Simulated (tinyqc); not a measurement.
Inside a calculation: phonon-assisted absorption at an indirect gap. Values are carried at full precision from step to step, so a last printed digit may differ when a step is redone from the rounded ones.

alpha(E) = sum_j A_j [N_j (E - Eg + w_j)^2 + (N_j + 1)(E - Eg - w_j)^2], each bracket counted only where its base is positive; N_j = 1/(exp(w_j/kB T) - 1). The first term absorbs a phonon and the second emits one; excitons and direct transitions are left out.

Constants: kB = 8.617333262e-05 eV/K.

Values chosen for the exercise (loosely those of Si at room temperature; Eg is not tied to T; not measured data): Eg = 1.124 eV (indirect gap, held fixed unless listed); w = (55.8, 18.6) meV (two zone-edge phonons); A = (3100, 670) 1/(cm eV^2) (their strengths); T = 400 K; E = 1.107 eV (photon energy); nr = 3.66 (refractive index); d = 11 micrometre (thickness); xj = 0.099 micrometre (dead layer at the surface); W = 2.7 micrometre (depleted width); L = 110 micrometre (minority diffusion length below it).

## The four branches at one energy

Evaluate the occupations and each term.

N_j: 0.2471  1.398

terms with phonon absorption (1/cm): 1.153  0.002398

terms with phonon emission (1/cm): 0  0

alpha = 1.156 1/cm
wavelength hc/E (hc = 1239.841984 eV nm) = 1120.0 nm

Phonon absorption supplies 100.0 % of alpha; the depth 1/alpha is 8.65e+03 micrometre.

## What a slab does with it

Slab of thickness d in air, incoherent passes: R = ((nr - 1)/(nr + 1))^2, x = exp(-alpha d); transmitted Tr = (1 - R)^2 x/(1 - R^2 x^2), reflected Rt = R + (1 - R)^2 R x^2/(1 - R^2 x^2), absorbed Ab = (1 - R)(1 - x)/(1 - R x).

d in cm is 1e-4 times the value in micrometres.

R = 0.3258
x = 0.9987
Tr = 0.5077
Rt = 0.4910
Ab = 0.0013

A single pass would absorb (1 - R)(1 - x) = 0.0009; the back face adds 0.0004.

## Quantum efficiency of a diode

Photodiode (Gaertner form with a dead layer): QE = (1 - R) exp(-alpha xj) [1 - exp(-alpha W)/(1 + alpha L)], R = ((nr - 1)/(nr + 1))^2; responsivity = QE/E in A/W for E in eV.

Evaluate the factors; 1 micrometre = 1e-4 cm.

passes the dead layer = 1.0000
collected share = 0.0129
QE = 0.0087
responsivity = 0.0078 A/W

Without diffusion from below the collected share would be 0.0003.

## Checks

- Tr + Rt + Ab against 1: both 1.000000.

Program tinyqc; command `OMP_NUM_THREADS=1 python tinyqc.py 1682142 1682143 out.jsonl`; about 0.01 s on one thread of a shared Intel(R) Xeon(R) Processor @ 2.30GHz.
